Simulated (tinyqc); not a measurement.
Phonon transmission through an interface between two chains by Green functions. Changing the mass m_2. Computed by tinyqc, a small Python program. Command: `OMP_NUM_THREADS=1 python tinyqc.py 3014073 3014074 out.jsonl agf sweep`. One thread of a shared host (Intel(R) Xeon(R) Processor @ 2.30GHz), about 0.03 s of CPU time with the checks.

Two semi-infinite chains (masses m_1, m_2; springs k_1, k_2), motion along the chain. The central region holds the end atom of each chain and three interlayer atoms of mass m_b, joined by springs k_b. lambda = omega^2 in eV/(angstrom^2 u); nu = 15.6333042 THz x sqrt(lambda).

Inputs (values chosen for the exercise, for two model chains):
```
quantity                          value           unit
mass m_1                           33.9              u
spring k_1                         3.62  eV/angstrom^2
spring k_2                         1.56  eV/angstrom^2
junction spring k_b                2.57  eV/angstrom^2
interlayer mass m_b                66.2              u
probe frequency / lower band top   0.15              -
temperature T                       500              K
```

Atoms in the interlayer: three.

Constants: nu for 1 eV/(angstrom^2 u) = 15.6333042 THz; h x 1 THz = 4.135667696 meV; k_B = 8.617333262e-05 eV/K; k_B = 1.380649e-23 J/K; h = 6.62607015e-34 J s.

Method:
- nu_max = 15.6333042 THz x 2 sqrt(k/m); impedance Z = sqrt(k m); long-wave transmission 4 Z_1 Z_2/(Z_1 + Z_2)^2; the probe frequency is the given share of the lower band top.
- In chain i, sin(q_i a/2) = nu/nu_max,i. An outgoing wave makes the next atom move as exp(i q_i a) times the end atom, so the lead adds the self-energy Sigma_i = -k_i exp(i q_i a) to the force-constant matrix; Gamma_i = -2 Im Sigma_i = 2 k_i sin(q_i a).
- A = lambda M - K - Sigma over the central atoms, with K_ii the sum of the springs at i, K_(i,i+1) = -k_b; G = inverse of A; transmission = Gamma_1 Gamma_2 |G_(first,last)|^2.
- Landauer conductance G = k_B int tau(nu) x^2 e^x/(e^x - 1)^2 d nu, x = h nu/(k_B T), from 0 to the lower band top (240 Gauss-Legendre points in s from 0 to 1, nu = nu_top sin(pi s/2)); tau is the transmission, and its thermal mean is G over the value for tau = 1 in the same window; the quantum is g_0 = pi^2 k_B^2 T/(3 h).

One run for each value; columns: (1) mass m_2 (u); (2) conductance G (pW/K); (3) long-wave transmission; (4) thermal mean of the transmission; (5) band top of chain 2 (THz):
```
(1)      (2)     (3)     (4)    (5)
5.6    42.02  0.6650  0.3058  16.50
9.1    49.23  0.7575  0.3583  12.95
15.0   56.97  0.8463  0.4198  10.08
24.0   64.16  0.9168  0.5924   7.97
38.0   69.91  0.9676  0.8075   6.34
61.0   63.35  0.9960  0.9236   5.00
98.0   50.14  0.9970  0.9243   3.94
160.0  39.17  0.9691  0.9212   3.09
250.0  29.95  0.9209  0.8795   2.47
410.0  21.03  0.8473  0.7906   1.93
```

Over the rows, conductance G (pW/K) goes from 42.0 through a maximum among these rows, 69.9 at 38.0, to 21.0; long-wave transmission goes from 0.665 through a maximum among these rows, 0.997 at 98.0, to 0.847; thermal mean of the transmission goes from 0.306 through a maximum among these rows, 0.924 at 98.0, to 0.791. The impedances match at m_2 = 78.7 u and the band tops at 14.6 u; above the second value a heavier chain 2 lowers the top of the window.

Extremes, crossings and ranges named in words are read from the listed rows.
